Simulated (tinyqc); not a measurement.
Capacitance measurement on a leaky thin oxide: effects of series resistance and leakage: one step of the calculation.

The device is a capacitance C in parallel with a leakage conductance G, in series with Rs and Ls. An impedance meter reports either a parallel pair (Cp, Gp) from Y = 1/Z = Gp + i w Cp or a series pair (Cs, Rm) from Z = Rm + 1/(i w Cs); w = 2 pi f, dissipation D = Gp/(w |Cp|).

Question. True capacitance and conductance. EOT = 3.9 tox/eox; CET = EOT + zc + zp; C = 3.9 eps0 A/CET; G = Jg A/Vs.

Values chosen for this exercise; values of the order met in thin-oxide MOS capacitors: relative permittivity of the gate insulator (close to silicon dioxide) eox = 3.9; insulator thickness tox = 3.4 nm; gate area A = 400 um^2; oxide-equivalent thickness added by the accumulation layer zc = 0.54 nm; oxide-equivalent thickness added by gate depletion zp = 0.39 nm; gate leakage current density, not matched to the thickness Jg = 0.61 A/cm^2; voltage for an e-fold rise of the leakage Vs = 0.16 V.

Constants: eps0 = 8.8541878128e-14 F/cm where lengths are in cm. Results are converted to the units shown.

Wanted: EOT; CET; C; G.

Answer.

EOT = 3.4000 nm
CET = 4.3300 nm
C = 3.1900 pF
G = 15.250 uS

tinyqc, about 0.01 s, one thread, Intel Xeon 2.30GHz (shared host): `OMP_NUM_THREADS=1 python tinyqc.py 2022068 2022069 out.jsonl`
